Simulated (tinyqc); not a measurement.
Worked calculation: tight binding, honeycomb lattice. One step of it, computed by the program tinyqc.

Question. Levels at k. Diagonalise the Hermitian matrix.

H(k) at k (eV):
```
,A,B
A,1.270000,-1.066230+0.452871i
B,-1.066230-0.452871i,-1.270000
```

Give: eigenvalues; weights |c|^2 of the basis functions.

Answer.

eigenvalues (eV): -1.7190  1.7190

weights |c|^2 of the basis functions:
```
,band 1,band 2
A,0.1306,0.8694
B,0.8694,0.1306
```
